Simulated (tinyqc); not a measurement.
# Thickness at a fixed rate of defect growth

Model: time-dependent dielectric breakdown: cell percolation, Weibull statistics, area scaling and voltage extrapolation. Computed by tinyqc, a small Python program. Command: `OMP_NUM_THREADS=1 python tinyqc.py 3003811 3003812 out.jsonl tddb sweep`. One thread of a shared host (Intel(R) Xeon(R) Processor @ 2.30GHz), about 0.01 s of CPU time with the checks.

The oxide is divided into columns of area a^2, each holding m = t_ox/a cells (m is taken as continuous). A share lambda(t) = (t/t_1)^alpha of the cells is defective, and a column whose cells are all defective breaks down.

Inputs (values chosen for the exercise, for a model gate oxide):

| quantity | value | unit |
|---|---|---|
| defect cell size a | 1.2 | nm |
| exponent alpha of defect growth | 0.4 | - |
| time t_1 at which the occupied share would reach 1 | 2.1e+06 | s |
| test area A | 80 | um^2 |
| product area A_u | 200000 | um^2 |
| stress voltage V | 6.73 | V |
| use voltage V_u | 4 | V |
| local exponent n = -d ln t/d ln V at the stress voltage | 46 | - |
| activation energy E_a | 0.5 | eV |
| stress temperature T | 140 | C |
| use temperature T_u | 85 | C |
| allowed failure fraction F | 0.0001 | - |

Voltage law used: 1/E.

Constants: k_B = 8.617333262e-05 eV/K.

Method:
- Failure fraction F = 1 - (1 - lambda^m)^N with N = A/a^2 columns, which for small lambda^m is 1 - exp(-(t/t63)^beta) with beta = alpha m and t63 = t_1 N^(-1/beta); critical share lambda(t63) = N^(-1/m). 1 um^2 = 1e6 nm^2.
- All three voltage laws share the slope n at the stress voltage. Factor t(V_u)/t(V): E law exp(n (1 - V_u/V)); 1/E law exp(n (V/V_u - 1)); power law (V/V_u)^n.
- Temperatures in kelvin are T(C) + 273.15.
- Temperature factor exp[(E_a/k_B)(1/T_u - 1/T)]; area factor (A/A_u)^(1/beta); percentile factor (-ln(1 - F))^(1/beta); life = t63 x all four; 1 year = 3.15576e7 s.

One run for each value:

| oxide thickness t_ox (nm) | Weibull slope beta | characteristic life t63 (s) | area factor | percentile factor | critical share of defective cells |
|---|---|---|---|---|---|
| 1.9 | 0.6333 | 1.2408e-06 | 4.3135e-06 | 4.8333e-07 | 1.2841e-05 |
| 2.6 | 0.8667 | 2.4322e-03 | 1.2003e-04 | 2.4246e-05 | 2.6639e-04 |
| 3.4 | 1.1333 | 3.0806e-01 | 1.0042e-03 | 2.9553e-04 | 1.8474e-03 |
| 4.1 | 1.3667 | 4.5222e+00 | 3.2636e-03 | 1.1836e-03 | 5.4107e-03 |
| 4.8 | 1.6000 | 3.0322e+01 | 7.5212e-03 | 3.1624e-03 | 1.1583e-02 |
| 5.5 | 1.8333 | 1.2526e+02 | 1.4015e-02 | 6.5795e-03 | 2.0429e-02 |
| 6.3 | 2.1000 | 4.3078e+02 | 2.4095e-02 | 1.2452e-02 | 3.3482e-02 |
| 7.0 | 2.3333 | 1.0070e+03 | 3.4974e-02 | 1.9307e-02 | 4.7025e-02 |

Over the rows, Weibull slope beta rises from 0.633 to 2.33 (exponent d ln y / d ln x about 1.00 throughout); characteristic life t63 (s) rises from 1.24e-6 to 1010 (exponent d ln y / d ln x 24 between the first rows and 8.1 between the last); area factor rises from 4.31e-6 to 0.0350 (exponent d ln y / d ln x 11 between the first rows and 3.5 between the last). The exponent of Weibull slope beta stays at 1: beta = alpha t_ox/a. A thinner oxide loses twice: it breaks at a lower defect share, and its small slope makes the area and percentile factors more punishing. Left out: 1.20 (the oxide is thinner than one cell or the slope is too small).

Caution (all rows): t_1 is an input here; in a real oxide it changes with thickness at fixed voltage.
